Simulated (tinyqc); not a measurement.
Inside a calculation. Method: geometry optimisation on the RHF/sto-6g surface (energies and gradients from PySCF), for BeH+, spin multiplicity 1. Computed by tinyqc, a small Python program that keeps every step (integrals from PySCF). Settings: charge = 1, multiplicity = 1, basis = sto-6g, optimiser = bfgs, first Hessian = 0.6, largest step = 0.5, iteration cap = 30. Command: `OMP_NUM_THREADS=1 python tinyqc.py 22165 22166 out.jsonl` (the two numbers bound the seeds that draw the settings). One thread of a shared host (Intel(R) Xeon(R) Processor @ 2.60GHz), about 0.4 s of CPU time with the checks.

## Step 1: energy and gradient

positions at the start (bohr), order 1Be, 2H:
```
[[0.000000, 0.000000, 0.000000],
 [0.000000, 0.000000, 2.358378]]
```

Self-consistent energy and analytic gradient at these positions.

energy = -14.82096505 hartree

gradient (hartree/bohr), order 1Be, 2H:
```
[[0.00000000, 0.00000000, 0.03154645],
 [0.00000000, 0.00000000, -0.03154645]]
```

## Step 1: move

Quasi-Newton step p = -H^(-1) g (first H = 0.6 times the unit matrix); steps longer than 0.5 bohr are cut back.

positions after step 1 (bohr), order 1Be, 2H:
```
[[0.000000, 0.000000, -0.052577],
 [0.000000, 0.000000, 2.410956]]
```

## Step 2: energy and gradient

As before.

energy = -14.82283185 hartree

gradient (hartree/bohr), order 1Be, 2H:
```
[[0.00000000, 0.00000000, 0.00488043],
 [0.00000000, 0.00000000, -0.00488043]]
```

## Step 2: move

inverse Hessian in use (bohr^2/hartree):
```
[[1.666667, 0.000000, 0.000000, 0.000000, 0.000000, 0.000000],
 [0.000000, 1.666667, 0.000000, 0.000000, 0.000000, 0.000000],
 [0.000000, 0.000000, 1.819184, 0.000000, 0.000000, -0.152517],
 [0.000000, 0.000000, 0.000000, 1.666667, 0.000000, 0.000000],
 [0.000000, 0.000000, 0.000000, 0.000000, 1.666667, 0.000000],
 [0.000000, 0.000000, -0.152517, 0.000000, 0.000000, 1.819184]]
```

Quasi-Newton step p = -H^(-1) g (the inverse Hessian comes from BFGS updates; coordinates in the order x, y, z of each atom); steps longer than 0.5 bohr are cut back.

positions after step 2 (bohr), order 1Be, 2H:
```
[[0.000000, 0.000000, -0.062200],
 [0.000000, 0.000000, 2.420578]]
```

## Step 3: energy and gradient

As before.

energy = -14.82288406 hartree

gradient (hartree/bohr), order 1Be, 2H:
```
[[0.00000000, 0.00000000, 0.00057271],
 [0.00000000, 0.00000000, -0.00057271]]
```

## Step 3: move

inverse Hessian in use (bohr^2/hartree):
```
[[1.666667, 0.000000, 0.000000, 0.000000, 0.000000, 0.000000],
 [0.000000, 1.666667, 0.000000, 0.000000, 0.000000, 0.000000],
 [0.000000, 0.000000, 1.950251, 0.000000, 0.000000, -0.283585],
 [0.000000, 0.000000, 0.000000, 1.666667, 0.000000, 0.000000],
 [0.000000, 0.000000, 0.000000, 0.000000, 1.666667, 0.000000],
 [0.000000, 0.000000, -0.283585, 0.000000, 0.000000, 1.950251]]
```

As before.

positions after step 3 (bohr), order 1Be, 2H:
```
[[0.000000, 0.000000, -0.063479],
 [0.000000, 0.000000, 2.421858]]
```

## Convergence

Stop when the largest gradient component is below 3e-5 hartree/bohr. The inverse Hessian follows the BFGS update with s = step, y = change of gradient.

Course of the optimisation:
```
step   E (hartree)  largest gradient (hartree/bohr)
1     -14.82096505                         3.15e-02
2     -14.82283185                         4.88e-03
3     -14.82288406                         5.73e-04
4     -14.82288481                         1.23e-05
```

Final distances (angstrom):
```
pair    distance
2H-1Be  1.315184
```

Converged in 4 steps.
